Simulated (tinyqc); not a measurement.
# X-ray reflectivity of a thin film on silicon: critical angles, Parratt recursion, fringes and roughness, step by step

A worked calculation. Computed by tinyqc, a small Python program that keeps every step. Command: `OMP_NUM_THREADS=1 python tinyqc.py 3120905 3120906 out.jsonl xrr walk`. One thread of a shared host (Intel(R) Xeon(R) Processor @ 2.30GHz), about 0.01 s of CPU time with the checks. Intermediate numbers are printed to about 6 digits and carried at full precision; extremes and crossings named in words are read from the listed rows.

n = 1 - delta + i beta; the classical electron radius is r_e = 2.8179403e-6 nm. Layer 0 is vacuum, 1 the film, 2 the substrate.

Inputs (values chosen for the exercise, modelled on copper on silicon, copper K-alpha radiation):
```
quantity                                        value     unit
wavelength lambda                             0.15406       nm
film density rho                                 9.18   g/cm^3
effective electrons per unit mass, film         0.454    mol/g
beta/delta, film                                0.021        -
film thickness d                                 65.3       nm
roughness of the surface sigma_1                 0.16       nm
roughness of the interface sigma_2               0.76       nm
substrate density                                2.33   g/cm^3
effective electrons per unit mass, substrate    0.507    mol/g
beta/delta, substrate                           0.023        -
grazing angle theta                              1.75  degrees
```

Constants: N_A = 6.02214076e+23 1/mol.

## Optical constants

delta = r_e lambda^2 rho_e/(2 pi), rho_e = density x electrons per mass x N_A; critical angle sqrt(2 delta), q_c = 4 sqrt(pi r_e rho_e).

Constants:
```
layer      rho_e (1/nm^3)        delta         beta  critical angle (degrees)  q_c (1/nm)
film              2509.86  2.67166e-05  5.61049e-07                  0.418821    0.596246
substrate          711.40  7.57263e-06  1.74170e-07                  0.222977    0.317437
```

The film is denser in electrons than the substrate, and thick enough to set the edge of total reflection.

## Critical angle of the film

The formulas are those given above.

critical angle of the film = 0.418821 degrees

## Reflectivity at one angle

k_j = (2 pi/lambda) sqrt(sin^2 theta - 2 delta_j + 2 i beta_j); r_ij = (k_i - k_j)/(k_i + k_j) x exp(-2 k_i k_j sigma^2) (Nevot-Croce); r = (r_01 + r_12 p)/(1 + r_01 r_12 p), p = exp(2 i k_1 d); R = |r|^2.

k_0, k_1, k_2 (1/nm): 1.24548  1.20928+0.00077i  1.23533+0.00023i

1000 r_01 = 13.6545-0.2960i

1000 r_12 = -1.89732+0.04262i

p = 0.595361+0.680434i

reflectivity R = 1.58592e-04

q = 4 pi sin(theta)/lambda = 2.49097 1/nm

## Fringe period, contrast and decay

Far above the critical angle the period is d theta = lambda/(2 d), or 2 pi/d in q; the envelope runs between (|r_01| - |r_12 p|)^2 and (|r_01| + |r_12 p|)^2; contrast = 2 a b/(a^2 + b^2) with a = |r_01|, b = |r_12 p|; roughness factors on the amplitudes are about exp(-q^2 sigma^2/2).

period in theta = 0.0675880 degrees

period in q = 0.0962203 1/nm

contrast = 0.247361

roughness factor, surface = 0.923649

roughness factor, interface = 0.166630

## Thickness from the minima

Minima of R theta^4 are located on 6001 points over 7.5 periods, from 1.15 times the larger critical angle. With refraction, sin^2(theta_m) = 2 delta + m^2 (lambda/(2 d))^2, m integer or half-integer; the first six minima are used, and the first order is the one that minimises the largest residual of the least-squares line plus the distance of its intercept from 2 delta. Without refraction, d = lambda/(2 x mean step of sin theta).

Minima:
```
order m  theta (degrees)  sin^2 theta
4               0.498625  7.57343e-05
5               0.538249  8.82487e-05
6               0.583026  1.03542e-04
7               0.631943  1.21644e-04
8               0.683985  1.42504e-04
9               0.738563  1.66152e-04
```

d with refraction = 65.3096 nm

d without refraction = 91.9773 nm

Against d = 65.3 nm the errors are +0.01 % with and +40.85 % without refraction. The orders are integers, as r_01 and r_12 have opposite signs for a film denser than the substrate.

## Which roughness does what

R is averaged over one period above each angle (64 points); contrast = (max - min)/(max + min) of R theta^4 over that period. Cases: smooth; only sigma_1; only sigma_2; both.

Mean R and contrast:
```
theta (degrees)     R smooth  contrast   R, sigma_1  contrast, sigma_1   R, sigma_2  contrast, sigma_2      R, both  contrast, both
0.8              6.84280e-03  0.875199  6.68696e-03           0.882254  6.05905e-03        7.10848e-01  5.90086e-03        0.719431
1.2              1.32098e-03  0.900116  1.25299e-03           0.913872  1.01135e-03        5.09339e-01  9.43993e-04        0.524554
1.8              2.49252e-04  0.915760  2.21719e-04           0.943458  1.80019e-04        1.98043e-01  1.52067e-04        0.212131
2.5              7.09452e-05  0.924759  5.73447e-05           0.972425  4.81763e-05        3.53243e-02  3.47145e-05        0.045956
3.5              1.86363e-05  0.930870  1.26466e-05           0.997277  1.25567e-05        1.14066e-03  6.60685e-06        0.012543
```

At 2.5 degrees sigma_1 alone multiplies the mean R by 0.81 and sigma_2 alone by 0.68; the contrast goes from 0.92 (smooth) to 0.97 and 0.04.

Checks made by the program: smooth bare substrate far above q_c against (q_c/2q)^4 (relative difference 1e-03).
